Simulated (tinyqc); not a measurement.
# Mobility and threshold from two currents

Inverse problem. In the linear region I = mu Cox (W/L) [(Vgs - VT) Vds - m Vds^2/2], Cox = eps0 eox/tox. Find mu and VT.

Inputs (values chosen for the exercise): relative permittivity of the gate insulator eox = 24.8; insulator thickness tox = 11 nm; gate width W = 5 um; gate length L = 1 um.

Constants: eps0 = 8.8541878128e-14 F/cm where lengths are in cm. Results are converted to the units shown.

I at Vgs = 0.79 and 1.29 V, Vds = 0.05 V (uA): [22.326567, 52.269820]
m = 1.0418943

Solution. The slope dI/dVgs is mu Cox (W/L) Vds; the line meets zero current at VT + m Vds/2.

mu = 120.0 cm^2/(V s)
VT = 0.3911 V

tinyqc, about 0.07 s, one thread, Intel Xeon 2.30GHz (shared host): `OMP_NUM_THREADS=1 python tinyqc.py 2360168 2360169 out.jsonl`
